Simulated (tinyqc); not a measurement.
What each parameter does: Landau levels with Rashba coupling.

H = (p + eA)^2/2m + aR (sx ky - sy kx) + gs muB B sz/2. With d = 1/2 - gs m/4: E_0 = d hbar wc, and E(N, +/-) = hbar wc [N +/- sqrt(d^2 + 2 N aR^2/(l hbar wc)^2)] for N >= 1.

In a field B along z: l = 1/sqrt((e/hbar) B) is the magnetic length, n_B = B/(h/e) the number of states per area in one level, hbar wc = 2 muB B/m for mass m in m0; 1/angstrom^2 = 1e16/cm^2.

Each listed level takes n_B electrons. At zero temperature and without broadening EF sits in the partly filled level.

Constants: e/hbar = 1.519267448e-05 1/(T angstrom^2); h/e = 413566.7697 T angstrom^2; muB = 5.788381798e-05 eV/T.

Values chosen for the exercise (near those of an asymmetric InGaAs well; shifted at random, so the results belong to these values and not to a real crystal):
- m = 0.0449 m0 (mass)
- gs = -4.17 (g factor)
- aR = 0.37 eV angstrom (Rashba constant)
- B = 13.8 T (magnetic field)
- n = 3.8 x 1e11/cm^2 (electron sheet density)

The second and third levels from below, nu = n/n_B, and EF. Each row changes one parameter from the base and keeps the others.

Results:

| case | second level (meV) | third level (meV) | nu | EF (meV) |
|---|---|---|---|---|
| base | 19.46 | 48.95 | 1.14 | 19.46 |
| B = 16.6 T | 23.40 | 59.41 | 0.95 | 17.97 |
| m = 0.0539 m0 | 16.49 | 39.62 | 1.14 | 16.49 |
| gs = -5 | 19.79 | 48.66 | 1.14 | 19.79 |
| aR = 0.444 eV angstrom | 19.46 | 47.84 | 1.14 | 19.46 |
| n = 3.23 x 1e11/cm^2 | 19.46 | 48.95 | 0.97 | 14.70 |

The largest shifts from the base row, up to three for each result and ties (the steps differ in size, so this ranks the rows, not the parameters). second level (meV): B +3.95, m -2.97, gs +0.33; unchanged at the printed digits by aR and n. third level (meV): B +10.46, m -9.33, aR -1.11; unchanged at the printed digits by n. nu: B -0.19, n -0.17; unchanged at the printed digits by m, gs and aR. EF (meV): n -4.75, m -2.97, B -1.49; unchanged at the printed digits by aR.

Program tinyqc; command `OMP_NUM_THREADS=1 python tinyqc.py 1251732 1251733 out.jsonl`; about 0.01 s on one thread of a shared Intel(R) Xeon(R) Processor @ 2.30GHz.
